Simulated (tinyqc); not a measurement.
Pair of shallow donors (hydrogen-like orbitals): one step. Detuning by a gate. Three cases, with inputs chosen for the exercise.

Problem. Two-level picture for one electron: with detuning u = dV D the splitting is sqrt(D^2 + u^2) and the lower state has weight (1 + u/sqrt(D^2 + u^2))/2 on the lower donor; the field needed is u/(e R), 1 meV/angstrom = 100 kV/cm.

Give: splitting; weight; field.

Case 1.

Values chosen (out of a larger set: near those of two donors in GaN; not measured data): dV = 0.49 D (detuning between the donors, in units of D).

D = 1.61959 meV
R = 135.0000 angstrom

Solution.

splitting = 1.804 meV
weight = 0.720
field = 0.588 kV/cm

Case 2.

Values chosen (out of a larger set: near those of two donors in Si; not measured data): dV = 1.1 D (detuning between the donors, in units of D).

D = 1.19233 meV
R = 108.6200 angstrom

Solution.

splitting = 1.773 meV
weight = 0.870
field = 1.21 kV/cm

Case 3.

Values chosen (out of a larger set: near those of two donors in Si; not measured data): dV = 0.41 D (detuning between the donors, in units of D).

D = 3.69240 meV
R = 81.4650 angstrom

Solution.

splitting = 3.991 meV
weight = 0.690
field = 1.86 kV/cm

Computed by tinyqc, one run a case: `OMP_NUM_THREADS=1 python tinyqc.py N N+1 out.jsonl` with N = 1281908, 1282158, 1282194; one thread of a shared Intel(R) Xeon(R) Processor @ 2.30GHz, about 0.01 s a run at most.
